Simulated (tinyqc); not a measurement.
Growth with time: grain growth, pinning, strength and diffusional creep of a polycrystal or thin film. Computed by tinyqc, a small Python program. Command: `OMP_NUM_THREADS=1 python tinyqc.py 3016805 3016806 out.jsonl grain walk`. One thread of a shared host (Intel(R) Xeon(R) Processor @ 2.30GHz), about 0.01 s of CPU time with the checks.

One mean grain size d describes the structure.

Inputs (values chosen for the exercise, modelled on copper):
```
quantity                                    value       unit
boundary energy gamma                        0.57      J/m^2
mobility prefactor M0                     9.5e-06  m^4/(J s)
activation energy of boundary motion Q_m     1.18         eV
anneal temperature T                          640          K
initial grain size d0                          40         nm
particle volume fraction f                0.00034          -
particle radius r                             2.5         nm
```

Sample: bulk.

Constants: k_B = 8.617333262e-05 eV/K.

Method. M = M0 exp(-Q_m/(k_B T)). The driving pressure is 2 gamma/d. Zener pinning pressure 3 f gamma/(2 r) stops growth at d_Z = 4 r/(3 f). The limit is d_lim = d_Z. dd/dt = 2 M gamma (1/d - 1/d_lim) integrates to 2 M gamma t = d_lim (d0 - d) + d_lim^2 ln[(d_lim - d0)/(d_lim - d)]; without pinning d^2 = d0^2 + 4 M gamma t.

limit d_lim = 9803.92 nm

mobility M = 4.84878e-15 m^4/(J s)

At T:
```
t (s)  free growth (nm)  pinned growth (nm)  d/d_lim
26                  538               527.8  0.05384
87                  982               949.1  0.09680
260                1696              1599.5  0.16315
870                3102              2783.5  0.28391
2600               5361              4432.0  0.45206
8700               9807              6847.4  0.69844
26000             16954              8918.9  0.90973
87000             31013              9779.6  0.99752
```

What does the comparison show, and why?

The apparent exponent d ln d/d ln t of the pinned growth is at most about 0.49, below the ideal 1/2, and falls to 0.076 in the last rows: pinning hides it late.
